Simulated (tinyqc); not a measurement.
# Finite-difference solution of the diffusion equation on a small grid, step by step

A worked calculation. Computed by tinyqc, a small Python program that keeps every step. Command: `OMP_NUM_THREADS=1 python tinyqc.py 3007878 3007879 out.jsonl fdiff walk`. One thread of a shared host (Intel(R) Xeon(R) Processor @ 2.30GHz), about 0.01 s of CPU time with the checks. Intermediate numbers are printed to about 5 digits and carried at full precision; extremes and crossings named in words are read from the listed rows.

dC/dt = D d2C/dx2 on nodes x_j = j dx, j = 0..7; the far end is sealed.

Inputs (values chosen for the exercise):

| quantity | value | unit |
|---|---|---|
| diffusivity D | 27 | nm^2/s |
| grid spacing dx | 50 | nm |
| time step dt | 100 | s |
| final time t_f | 3000 | s |
| loss velocity h | 0.15 | nm/s |

Boundary at x = 0: surface loss. Scheme: explicit.

start values C_j, j = 0, 1, ... (% of a reference): 78.1  100  51.9  24.3  0.295  0  0  0

## Mesh ratio and operator

The operator M acts as (M C)_j = C_(j-1) - 2 C_j + C_(j+1); at the sealed far end a mirror node gives 2 C_(N-2) - 2 C_(N-1); at j = 0, the outward flux h C_0 gives 2 C_1 - (2 + 2 h dx/D) C_0. r = D dt/dx^2.

mesh ratio r = 1.08

operator M:
```
         0        1        2        3        4        5        6        7
0  -2.5556   2.0000   0.0000   0.0000   0.0000   0.0000   0.0000   0.0000
1   1.0000  -2.0000   1.0000   0.0000   0.0000   0.0000   0.0000   0.0000
2   0.0000   1.0000  -2.0000   1.0000   0.0000   0.0000   0.0000   0.0000
3   0.0000   0.0000   1.0000  -2.0000   1.0000   0.0000   0.0000   0.0000
4   0.0000   0.0000   0.0000   1.0000  -2.0000   1.0000   0.0000   0.0000
5   0.0000   0.0000   0.0000   0.0000   1.0000  -2.0000   1.0000   0.0000
6   0.0000   0.0000   0.0000   0.0000   0.0000   1.0000  -2.0000   1.0000
7   0.0000   0.0000   0.0000   0.0000   0.0000   0.0000   2.0000  -2.0000
```

## Amplification factors

The mode of M with eigenvalue mu has its amplitude multiplied per step by g = (1 + (1 - theta) r mu)/(1 - theta r mu), with theta = 0 explicit, 1 implicit, 1/2 Crank-Nicolson; the explicit scheme is stable for r up to 2/|mu_min|.

eigenvalues mu of M: -4.0815  -3.8774  -3.3247  -2.5227  -1.6320  -0.8281  -0.2658  -0.0233

factors g: -3.4080  -3.1876  -2.5906  -1.7245  -0.7626  0.1056  0.7129  0.9748

largest stable r of the explicit scheme = 0.49002

The smallest factor is -3.408: its size exceeds 1, so the shortest wave grows.

## Time step 1

C at the start (%): 78.100  100.000  51.900  24.300  0.295  0.000  0.000  0.000

With r = D dt/dx^2: (1 - theta r M) C(new) = (1 + (1 - theta) r M) C(old); theta = 0 explicit, 1 implicit, 1/2 Crank-Nicolson.

C after step 1 (%): 78.544  24.400  74.040  28.183  25.902  0.319  0.000  0.000

## Time step 2

The formulas are those given above.

C after step 2 (%): -85.53  136.49  -29.10  75.25  0.74  27.60  0.34  0.00

## All steps

The run takes n = round(t_f/dt) steps of length t_f/n. The dose is the trapezoidal sum of C dx; the error is the largest difference from exp(M D t/dx^2) C(0), the exact time evolution on the same grid.

Course of the run:

| step | t (s) | C_1 | C_4 | dose (% nm) | largest error |
|---|---|---|---|---|---|
| 1 | 100 | 2.4400e+01 | 2.5902e+01 | 9.6058e+03 | 3.9102e+01 |
| 2 | 200 | 1.3649e+02 | 7.3521e-01 | 8.4276e+03 | 1.2719e+02 |
| 3 | 300 | -2.8213e+02 | 1.1022e+02 | 9.7106e+03 | 4.1279e+02 |
| 4 | 400 | 1.0917e+03 | -2.8853e+02 | 3.0303e+03 | 1.4198e+03 |
| 5 | 500 | -3.5664e+03 | 1.1186e+03 | 2.3928e+04 | 4.7875e+03 |
| 6 | 600 | 1.2157e+04 | -3.8167e+03 | -4.8222e+04 | 1.6188e+04 |
| 7 | 700 | -4.1022e+04 | 1.3414e+04 | 1.9431e+05 | 5.4699e+04 |
| ... | ... | ... | ... | ... | ... |
| 24 | 2400 | 4.2814e+13 | -1.8470e+13 | -1.9254e+14 | 5.6450e+13 |
| 25 | 2500 | -1.4554e+14 | 6.3295e+13 | 6.5421e+14 | 1.9183e+14 |
| 26 | 2600 | 4.9485e+14 | -2.1682e+14 | -2.2232e+15 | 6.5200e+14 |
| 27 | 2700 | -1.6828e+15 | 7.4247e+14 | 7.5567e+15 | 2.2164e+15 |
| 28 | 2800 | 5.7230e+15 | -2.5416e+15 | -2.5689e+16 | 7.5356e+15 |
| 29 | 2900 | -1.9466e+16 | 8.6978e+15 | 8.7345e+16 | 2.5624e+16 |
| 30 | 3000 | 6.6221e+16 | -2.9757e+16 | -2.9702e+17 | 8.7146e+16 |

C at the end (%): -8.7146e+16  6.6221e+16  -5.0338e+16  3.8426e+16  -2.9757e+16  2.3851e+16  -2.0413e+16  1.9283e+16

largest error at t_f = 8.7146e+16 %

final dose = -2.9702e+17 % nm

final C_4 = -2.9757e+16 %

The error grows by a factor near 3.41 a step with alternating sign from node to node: r = 1.08 exceeds the stability limit 0.490 of the explicit scheme.

Reruns converge with time step dt = 40.0; or with scheme = implicit; or with scheme = Crank-Nicolson. Reruns still fail with time step dt = 80.0.
